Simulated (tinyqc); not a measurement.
Inside a calculation. Model: resistance of a source-drain extension with a graded tip.

Computed by the program tinyqc: `OMP_NUM_THREADS=1 python tinyqc.py 2282196 2282197 out.jsonl`, one thread of a shared Intel Xeon 2.30GHz, about 0.03 s for the whole run. Printed values are rounded.

y runs along the channel, the gate covers y > 0. The doping is N0 for y < y0 and N0 10^(-(y - y0)/la) beyond, uniform over the depth xj. Sheet conductance s(y) = q mu(N) max(N - Nch, 0) xj + (for y > 0) ma Cox Vo, with mu(N) = u0 + (u1 - u0)/(1 + (N/Nr)^au) and Cox = eps0 eox/tox. Current is taken as one-dimensional; depletion of the tip, spreading and the contact are left out. The metallurgical junction lies at yj, where N = Nch.

Inputs (values chosen for the exercise); mobility law close to that of electrons in silicon:
- eox = 24.5 (relative permittivity of the gate insulator (close to zirconium oxide))
- tox = 5.1 nm (insulator thickness)
- N0 = 5.5e19 cm^-3 (active doping of the extension far from the gate)
- la = 5.9 nm/decade (lateral abruptness)
- y0 = 2.6 nm (position under the gate where the fall begins (gate edge at 0))
- xj = 12 nm (depth of the extension)
- Nch = 1.9e18 cm^-3 (channel doping)
- Vo = 0.63 V (gate overdrive)
- ma = 140 cm^2/(V s) (mobility of the gate-induced layer)
- u1 = 1414 cm^2/(V s) (mobility at low doping)
- u0 = 68.5 cm^2/(V s) (mobility at high doping)
- Nr = 9.2e16 cm^-3 (reference doping)
- au = 0.711 (exponent)
- Lg = 45 nm (gate length)

Constants: q = 1.602176634e-19 C, eps0 = 8.8541878128e-14 F/cm where lengths are in cm. Results are converted to the units shown.

## Sheet resistances and junction position

yj = y0 + la log10(N0/Nch); sheet resistance of the full extension 1/[q mu(N0)(N0 - Nch) xj] and of the gate-induced layer 1/(ma Cox Vo); metallurgical length Lg - 2 yj; ye is where the doped and the gate-induced conductances are equal.

yj = 11.2235 nm
sheet resistance of the extension = 1185.42 ohm/square
sheet resistance of the induced layer = 2665.55 ohm/square
metallurgical length = 22.5530 nm
ye = 4.89654 nm
N at ye = 2.24450e19 cm^-3

The gate takes over 6.33 nm before the junction, where N is still 11.8 times the channel doping.

## Resistance of the overlapped part

Midpoint rule on 9 equal steps from 0 to yj: R_ov = sum h/s(y), per width.

```
point    y (nm)   N (cm^-3)  doped conductance (uS)  sheet resistance (ohm/square)
0      0.623527      5.5e19                 843.579                        820.522
1       1.87058      5.5e19                 843.579                        820.522
2       3.11764  4.49394e19                 701.593                        928.721
3       4.36469  2.76225e19                 452.040                        1208.90
4       5.61175  1.69784e19                 291.783                        1499.39
5       6.85880  1.04359e19                 186.264                        1781.19
6       8.10586  6.41456e18                 113.908                        2044.72
7       9.35291  3.94277e18                 61.0699                        2292.38
8       10.6000  2.42346e18                 18.9469                        2537.40
```

R_ov = 17.376 ohm um

The exact integral is 17.378 ohm um; the coarse sum is 0.010 % below it.
